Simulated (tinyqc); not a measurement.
Inside a calculation: donor near an oxide interface in a gate field (two-state model). Values are carried at full precision from step to step, so a last printed digit may differ when a step is redone from the rounded ones.

Interface at z = 0 (hard wall), donor at z = d, field F pulling electrons to the interface: potential e F z; 1 kV/cm = 1e-5 eV/angstrom, c = hbar^2/2m0, q = e^2/(4 pi eps0), Q = (eps - eo)/(eps + eo). Donor state: E_D = e F d - ED - q Q/(4 eps d), the last term joining the images of ion and electron. Interface state: z exp(-b z/2) exp(-rho^2/(2 L^2)) with E_z = c b^2/(4 mz) + 3 e F/b + q Q b/(8 eps), minimised over b; in the plane at z = 3/b the ion (distance D = d - 3/b) and its image (D' = d + 3/b) give E_rho = c/(mt L^2) - (q/eps)(sqrt(pi)/L)[erfcx(D/L) + Q erfcx(D'/L)], erfcx(x) = exp(x^2) erfc(x), minimised over L. E_I = E_z + E_rho.

Constants: hbar^2/2m0 = 3.80998211 eV angstrom^2; e^2/(4 pi eps0) = 14.39964547 eV angstrom.

Parameters, chosen for this exercise (near those of a donor in Si below SiO2, static dielectric constants; shifted at random, so the results belong to these values and not to a real crystal):
```
symbol  value  unit      meaning
d       120    angstrom  depth of the donor
ED      45.2   meV       bulk binding energy
mz      0.899  m0        mass across the interface
mt      0.188  m0        mass in the plane
eps     11.4             dielectric constant of the semiconductor
eo      3.9              dielectric constant of the oxide
F       59.1   kV/cm     field in the semiconductor
aD      16.4   angstrom  donor radius
v       0.34             valley factor
```

## The interface state across the interface

Solve c b/(2 mz) - 3 e F/b^2 + q Q/(8 eps) = 0; give Q, b, the three terms of E_z and <z> = 3/b.

Q = 0.4902
b = 0.08349 1/angstrom

kinetic, field and image terms (meV): 7.39  21.23  6.46

<z> = 35.9 angstrom

The image pushes the electron away from the oxide; without it <z> would be 31.8 angstrom.

## Binding in the plane

Give D, D', the best L, both terms and E_rho.

D, D' (angstrom): 84.1  155.9

L = 90.4 angstrom

kinetic and Coulomb terms (meV): 2.48  -14.58

E_rho = -12.10 meV

The bottom of the well lies at -19.0 meV, so the level is 36 % of the way up; L/D = 1.08. Above the critical field the ionised donor would thus still hold its electron as a dot at the interface.

## Where the electron sits

The two states couple by t = t0 exp(-D/aD) with t0 = q/(eps aD) (2 aD/L) sqrt(aD b/2) v, v a valley factor; this form is an estimate. With detuning u = E_D - E_I the splitting is sqrt(u^2 + 4 t^2) and the lower state has weight (1 - u/sqrt(u^2 + 4 t^2))/2 on the donor.

Give E_D, E_I, t, the splitting and the donor weight.

E_D, E_I (meV): 24.43  22.98

t = 0.0467 meV
splitting = 1.45 meV
donor weight = 0.001

The electron is at the interface; the contact hyperfine coupling scales with the donor weight. With this t, the tunnelling time pi hbar/(2t) at a crossing would be 22.1 ps (hbar = 6.58212e-16 eV s); here the detuning is 31 t.

## Critical field

Find F at which E_D = E_I; compare the rule e F d = ED. The crossing width is 4t/(e D), with t and D formed anew at that field.

critical field = 57.3 kV/cm
ED/(e d) = 37.7 kV/cm
width = 0.23 kV/cm

The confinement energy E_z = 34.4 meV raises the field needed and the attraction E_rho = -12.1 meV lowers it; the result is 1.52 times the simple rule.

## Checks

- E_z without images against 1.5 x 6^(2/3)/2 (c (e F)^2/mz)^(1/3), meV: both 28.22.
- E_rho from the radial equation in the full Coulomb well against the Gaussian trial function, meV: -12.2 against -12.1.

tinyqc: `OMP_NUM_THREADS=1 python tinyqc.py 1280098 1280099 out.jsonl`; about 0.1 s, one thread, shared Intel(R) Xeon(R) Processor @ 2.30GHz.
